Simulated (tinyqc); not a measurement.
# Floating body of a partially depleted SOI transistor: body voltage and kink: two studies

Source at 0 V. Channel current Ic = 2 nf K Vt^2 [F(0) - F(Vd)](1 + la Vd), F(V) = ln^2(1 + exp((Vg - VT - nf V)/(2 nf Vt))), VT = VT0 - gb Vb. Saturation voltage Vs = 2 Vt sqrt(F(0)) + 3 Vt, excess Ve = (Vd - Vs + sqrt((Vd - Vs)^2 + 0.0004 V^2))/2, multiplication M1 = Ai Ve exp(-Bl/Ve). Each junction passes D(v) = J1 (exp(v/Vt) - 1) + J2 (exp(v/(2 Vt)) - 1). Bipolar current Ib = bb J1 (exp(Vb/Vt) - 1). The body settles where M1 (Ic + Ib) = D(Vb) + D(Vb - Vd) + Vb/Rb; drain current Id = (1 + M1)(Ic + Ib) - D(Vb - Vd).

Values chosen for this exercise; values of the order met in partially depleted silicon-on-insulator transistors: temperature T = 300 K; threshold at zero body voltage VT0 = 0.48 V; fall of the threshold per volt of body voltage gb = 0.15; slope factor nf = 1.35; gain factor per width K = 590 uA/(V^2 um); channel-length modulation factor la = 0.02 1/V; impact-ionisation prefactor Ai = 1.53 1/V; impact-ionisation voltage Bl = 6.9 V; diffusion saturation current of each junction J1 = 1.5e-13 uA/um; recombination saturation current of each junction J2 = 4.2e-9 uA/um; gain of the lateral bipolar transistor on the diffusion current bb = 1; resistance of a weak body tie to the source (1e9 stands for no tie, and the term is then dropped) Rb = 1e9 kohm um; gate voltage Vg = 0.39 V; drain voltage Vd = 2.5 V.

Constants: q = 1.602176634e-19 C, kB = 1.380649e-23 J/K, Vt = kB T/q. Results are converted to the units shown.

Each table varies one quantity; the others keep the values above.

## Output curve and kink

Rows with more than one solution for Vb (latch) are left out; dId/dVd by a forward difference over 1e-4 V, swing = 1e-4 V over the change of log10 Id; M1 under 1e-12 is printed as 0.

Output curve and kink:

| Vd (V) | Vb (V) | M1 | Id, floating (uA/um) | Id, grounded (uA/um) | ratio | dId/dVd, floating (uS/um) | dId/dVd, grounded (uS/um) |
|---|---|---|---|---|---|---|---|
| 0.6 | 0.1727 | 9.068e-7 | 0.1216 | 0.06377 | 1.906 | 0.7138 | 0.001262 |
| 0.8 | 0.4180 | 5.260e-5 | 0.2886 | 0.06403 | 4.508 | 0.8192 | 0.001324 |
| 1 | 0.5311 | 5.872e-4 | 0.4203 | 0.06432 | 6.534 | 0.5127 | 0.001691 |
| 1.2 | 0.5875 | 0.002919 | 0.5065 | 0.06475 | 7.822 | 0.3723 | 0.002687 |
| 1.4 | 0.6237 | 0.009169 | 0.5754 | 0.06545 | 8.791 | 0.3276 | 0.004477 |
| 1.6 | 0.6499 | 0.02170 | 0.6411 | 0.06659 | 9.627 | 0.3373 | 0.007033 |
| 1.8 | 0.6703 | 0.04263 | 0.7132 | 0.06830 | 10.44 | 0.3905 | 0.01021 |
| 2 | 0.6871 | 0.07356 | 0.8001 | 0.07070 | 11.32 | 0.4868 | 0.01384 |
| 2.2 | 0.7014 | 0.1155 | 0.9112 | 0.07386 | 12.34 | 0.6339 | 0.01775 |

Vb rises from 0.173 to 0.701 V and the ratio of the currents rises from 1.91 to 12.3. The output conductance with a floating body exceeds the grounded value by the largest factor among the rows, 619, at Vd = 0.8 V, where Vb = 0.418 V and M1 = 5.26e-5.

## Transfer curve and swing

Same model as above.

Transfer curve and swing:

| Vg (V) | Vb (V) | M1 | Id, floating (uA/um) | Id, grounded (uA/um) | ratio | swing, floating (mV/decade) | swing, grounded (mV/decade) |
|---|---|---|---|---|---|---|---|
| 0.03 | 0.3291 | 0.2147 | 1.406e-5 | 3.412e-6 | 4.122 | 62.73 | 80.52 |
| 0.13 | 0.4963 | 0.2144 | 5.356e-4 | 5.952e-5 | 9.000 | 64.73 | 80.64 |
| 0.23 | 0.6054 | 0.2130 | 0.01553 | 0.001023 | 15.19 | 72.83 | 81.49 |
| 0.33 | 0.6839 | 0.2076 | 0.2830 | 0.01649 | 17.16 | 89.07 | 84.94 |
| 0.43 | 0.7392 | 0.1938 | 2.460 | 0.2137 | 11.51 | 133.3 | 97.69 |
| 0.53 | 0.7723 | 0.1737 | 9.628 | 1.659 | 5.804 | 217.2 | 134.3 |
| 0.63 | 0.7917 | 0.1524 | 22.75 | 6.716 | 3.388 | 329.6 | 205.9 |
| 0.73 | 0.8038 | 0.1323 | 41.16 | 16.84 | 2.445 | 455.9 | 305.2 |
| 0.83 | 0.8118 | 0.1137 | 64.16 | 32.02 | 2.004 | 587.9 | 418.8 |

What does the comparison show?

Vb rises from 0.329 to 0.812 V. The smallest swing among the rows is 62.7 mV a decade with a floating body (at Vg = 0.03 V) and 80.5 with a grounded one; Vt ln 10 = 59.5. The floating swing is smaller by more than 3 % for Vg = 0.03, 0.13, 0.23 V, where the rising Vb lowers the threshold as Vg rises. In the first row the floating body raises the current by a factor of 4.12.

Range of the model: The multiplication law is an empirical form chosen for the exercise; self-heating and capacitive coupling to the body are left out, and the linear laws are rough once Vb passes about 0.7 V or M1 about 0.1.

Numbers from tinyqc (`OMP_NUM_THREADS=1 python tinyqc.py 2182174 2182175 out.jsonl`; about 0.2 s on one thread of a shared Intel Xeon 2.30GHz).
